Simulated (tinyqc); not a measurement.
# Berg model of reactive sputtering of a nitride or oxide: poisoning, hysteresis and pumping speed, step by step

A worked calculation. Computed by tinyqc, a small Python program that keeps every step. Command: `OMP_NUM_THREADS=1 python tinyqc.py 3020709 3020710 out.jsonl berg walk`. One thread of a shared host (Intel(R) Xeon(R) Processor @ 2.30GHz), about 0.06 s of CPU time with the checks. Intermediate numbers are printed to about 6 digits and carried at full precision; extremes and crossings named in words are read from the listed rows.

A diatomic gas reacts with bare metal on the target and on the collecting surfaces; ions remove metal and compound from the target. theta_t and theta_c are the compound fractions.

Inputs (values chosen for the exercise, close to those used for titanium nitride):
```
quantity                          value     unit
ion current density J               7.2  mA/cm^2
target area A_t                     260     cm^2
collecting area A_c                1200     cm^2
metal yield Y_m                     0.5        -
compound yield Y_c                 0.11        -
sticking coefficient alpha         0.21        -
reactive atoms per metal atom z       1        -
gas mass M                           28        u
pumping speed S                      88      l/s
gas temperature T                   300        K
reactive partial pressure P      0.0029       Pa
```

Constants: e = 1.602176634e-19 C; u = 1.6605390666e-27 kg; k_B = 1.380649e-23 J/K.

## Steady state at the pressure P

Ion flux j = J/e; gas flux F = P/sqrt(2 pi M k_B T). Target: (2/z) alpha F (1 - theta_t) = j Y_c theta_t. Sputtered flows F_c = j Y_c theta_t A_t, F_m = j Y_m (1 - theta_t) A_t. Collector: (2/z) alpha F (1 - theta_c) A_c + F_c (1 - theta_c) = F_m theta_c. Gas use Q = alpha F [(1 - theta_t) A_t + (1 - theta_c) A_c] + P S/(k_B T); 1 sccm = 4.4780e17 molecules/s. Rate R = F_m + F_c, given relative to j Y_m A_t.

ion flux j = 4.49389e+16 1/(cm^2 s)

gas flux F = 8.33685e+15 1/(cm^2 s)

theta_t = 0.414634

theta_c = 0.580628

gas use (sccm): target 0.59503, collector 1.96752, pump 0.13759

total flow Q = 2.70014 sccm

rate relative to clean metal = 0.676586

The target is partly covered. The film is 58.1 % compound.

## Critical pumping speed

P is a single-valued function of the flow Q only if dQ/dP > 0 everywhere: S must exceed k_B T times the steepest fall of the surface terms with P.

pressure of the steepest fall = 0.00960824 Pa

critical pumping speed = 94.9151 l/s

S is 0.93 times the critical value: the flow curve is S-shaped and flow control shows hysteresis.

## The hysteresis loop

Turning points solve dQ/dP = 0; a jump keeps Q fixed; the width of the loop is the difference of the two turning flows.

Corners of the loop:
```
point                           P (Pa)  Q (sccm)   theta_t   theta_c  relative rate
edge of the metallic branch  0.0080103   3.10396  0.661766  0.863088       0.483823
landing, poisoned            0.0147507   3.10396  0.782745  0.946327       0.389459
edge of the poisoned branch  0.0120161   3.09419  0.745868  0.925219       0.418223
landing, metallic            0.0065337   3.09419  0.614772  0.820062       0.520478
```

width of the loop = 0.00976922 sccm

Raising the flow past 3.1 sccm drops the rate from 0.484 to 0.389; the metallic mode returns only below 3.09 sccm. The best film reachable on the metallic branch is 86 % compound, so the region between needs pressure feedback. The pressure P of the inputs lies on the metallic branch.

## Flow curve at three pumping speeds

The formulas are those given above.

Pressure as the free variable:
```
P (Pa)    theta_t   theta_c  relative rate  Q at S_c/4 (sccm)  Q at S_c (sccm)  Q at 2 S_c (sccm)
0.00048  0.104938  0.137034       0.918148            0.82686          0.84528            0.86984
0.00096  0.189944  0.256784       0.851844            1.43913          1.47598            1.52511
0.00190  0.316977  0.441964       0.752758            2.19448          2.26740            2.36463
0.00340  0.453689  0.633190       0.646123            2.71220          2.84269            3.01669
0.00580  0.586206  0.791142       0.542759            2.87520          3.09780            3.39461
0.00960  0.701030  0.894510       0.453196            2.76719          3.13564            3.62691
0.01500  0.785582  0.947797       0.387246            2.58606          3.16177            3.92937
0.02400  0.854271  0.976817       0.333669            2.43312          3.35425            4.58242
0.03800  0.902739  0.989994       0.295864            2.39678          3.85523            5.79983
0.07700  0.949514  0.997392       0.259379            2.67263          5.62791            9.56828
```

At S_c/4 the flow falls with pressure in 4 of the intervals: as the target poisons, less metal arrives to getter the gas. At 2 S_c it rises throughout. Coverages and rate depend on P alone, not on S. The collector converts before the target (theta_c = 0.79 at theta_t = 0.59), since the metal is spread over a larger area and no ions clean it. The rate tends to Y_c/Y_m = 0.220.

Checks made by the program: gas taken up by surfaces against gas bound in the growing film (relative difference below 1e-10).
